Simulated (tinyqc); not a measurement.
From results back to parameters: polytypes by hexagonality, and a cubic inclusion as a quantum well. Three cases, with inputs chosen for the exercise.

Problem. A square well of depth V with masses m_w inside and m_b outside (first and second entry of m) binds its lowest level at the given depth below the barrier: k tan(k L/2) = (m_w/m_b) q, k = sqrt(m_w E/c), q = sqrt(m_b (V - E)/c), c = hbar^2/2m0. How many double layers wide is it?

Constants: hbar^2/2m0 = 3.80998211 eV angstrom^2.

Find: k; q; L; N.

Method. L = (2/k) arctan((m_w/m_b) q/k), and N = L/d.

Case 1.

Values chosen (out of a larger set: of the order of those of SiC; not measured data): m = (0.308, 0.329) m0 (electron mass along c in the cubic layer and in the host); d = 2.525 angstrom (thickness of a double layer).

V = 0.91800 eV
depth V - E = 0.55089 eV

Solution.

k = 0.1723 1/angstrom
q = 0.2181 1/angstrom
L = 10.10 angstrom
N = 4.0

Case 2.

Values chosen (out of a larger set: of the order of those of SiC; not measured data): m = (0.296, 0.339) m0 (electron mass along c in the cubic layer and in the host); d = 2.522 angstrom (thickness of a double layer).

V = 0.62367 eV
depth V - E = 0.24675 eV

Solution.

k = 0.1711 1/angstrom
q = 0.1482 1/angstrom
L = 7.57 angstrom
N = 3.0

Case 3.

Values chosen (out of a larger set: of the order of those of InP; not measured data): m = (0.082, 0.078) m0 (electron mass along c in the cubic layer and in the host); d = 3.387 angstrom (thickness of a double layer).

V = 0.14500 eV
depth V - E = 0.07289 eV

Solution.

k = 0.0394 1/angstrom
q = 0.0386 1/angstrom
L = 40.64 angstrom
N = 12.0

Computed by tinyqc, one run a case: `OMP_NUM_THREADS=1 python tinyqc.py N N+1 out.jsonl` with N = 1881147, 1881160, 1881204; one thread of a shared Intel(R) Xeon(R) Processor @ 2.30GHz, about 0.04 s a run at most.
